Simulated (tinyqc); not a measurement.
Overdrive from the zero-temperature-coefficient point.

Question. P(T) = V I0 (T/300 K)^(-al) [1 + kv (T - 300 K)/Vov]^2. The power does not change with T where al/T = 2 kv/(Vov + kv (T - 300 K)). Find Vov.

Parameters, values chosen for the exercise: exponent of the mobility al = 1; fall of the threshold with temperature kv = 3.4 mV/K.

temperature of zero gain = 317.64706 K

Solution. The condition is linear in Vov.

Vov = 2.100 V

Numbers from tinyqc (`OMP_NUM_THREADS=1 python tinyqc.py 2520142 2520143 out.jsonl`; about 0.01 s on one thread of a shared Intel Xeon 2.30GHz).
